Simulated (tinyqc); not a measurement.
Worked calculation: collinear exchange A + BC -> AB + C on a London-Eyring-Polanyi-Sato surface: saddle, string of images and rate. Computed by tinyqc, a small Python program that keeps every step. Command: `OMP_NUM_THREADS=1 python tinyqc.py 3112348 3112349 out.jsonl leps walk`. One thread of a shared host (Intel(R) Xeon(R) Processor @ 2.30GHz), about 0.6 s of CPU time with the checks. Intermediate numbers are printed to about 7 digits and carried at full precision; extremes and crossings named in words are read from the listed rows.

x = r(AB), y = r(BC), r(AC) = x + y. V is counted from separated atoms, the barrier from A + BC, that is V + D(BC).

Inputs (values chosen for the exercise, for a model exchange):
```
quantity            value           unit
D(AB)                 4.7             eV
r0(AB)               1.07       angstrom
beta(AB)             1.91     1/angstrom
D(BC)                3.53             eV
r0(BC)              0.933       angstrom
beta(BC)             1.75     1/angstrom
D(AC)                3.33             eV
r0(AC)               1.69       angstrom
beta(AC)             1.64     1/angstrom
Sato parameter S     0.17              -
step of the string    0.2  angstrom^2/eV
```

## One point of the surface

For each pair, with u = exp(-beta (r - r0)): Q = D [(3 + S) u^2 - (2 + 6 S) u]/(4 (1 + S)), J = D [(1 + 3 S) u^2 - (6 + 2 S) u]/(4 (1 + S)); V = Q1 + Q2 + Q3 - sqrt(((J1 - J2)^2 + (J2 - J3)^2 + (J3 - J1)^2)/2). Take x = r0(AB) + 0.3 and y = r0(BC) + 0.1 angstrom.

Pair terms:
```
pair          u      Q (eV)     J (eV)
AB    0.5638314  -0.6979794  -3.107878
BC    0.8394570  -0.2272618  -3.211756
AC    0.3105781  -0.4498144  -1.297428
```

V = -3.239616 eV

## Relaxing the string

String of 9 images between the fixed ends (r0(AB) + 2, r0(BC)) and (r0(AB), r0(BC) + 2), started on the two straight legs through (r0(AB) + 0.3, r0(BC) + 0.3): each iteration moves the inner images by -step x gradient (central differences) and spaces them evenly again along the broken line (coordinates are kept between 0.2 and 8 angstrom); stop when no coordinate changes by more than 1e-5 angstrom, at most 400 iterations.

Course:
```
iteration  highest inner image above A + BC (eV)  largest move (angstrom)
1                                       11.35473                 0.654594
2                                        3.18412                 7.434594
3                                        3.21022                 3.275061
4                                        3.14603                 0.778090
5                                        3.10141                 1.199063
6                                        3.02021                 0.782005
7                                        2.91321                 0.785521
...                                          ...                      ...
394                                      2.79282                 1.092355
395                                      2.72983                 0.795566
396                                      2.63142                 0.992249
397                                      3.24213                 2.044874
398                                      3.16237                 0.782734
399                                      2.76558                 0.727280
400                                      2.97149                 2.483003
```

Images at the end:
```
image  x (angstrom)  y (angstrom)  V + D(BC) (eV)
0          3.070000      0.933000        0.007592
1          4.270313      1.853475        2.261143
2          3.575797      1.018389        0.070447
3          2.245892      1.406520        1.112665
4          2.259002      1.225616        0.588275
5          3.796930      1.719477        1.973268
6          4.209706      2.172251        2.769291
7          2.639853      2.552625        2.971486
8          1.070000      2.933000       -1.161789
```

last move = 2.483003 angstrom

Not converged in 400 iterations: the residual wanders without falling. The step exceeds 2/k = 0.058 angstrom^2/eV for the stiffer bond (k = 2 D beta^2), the limit of plain descent.

Reruns converge with step of the string = 0.01; or with step of the string = 0.02.

Checks made by the program: V for A far away against -D(BC) (relative difference below 1e-10).
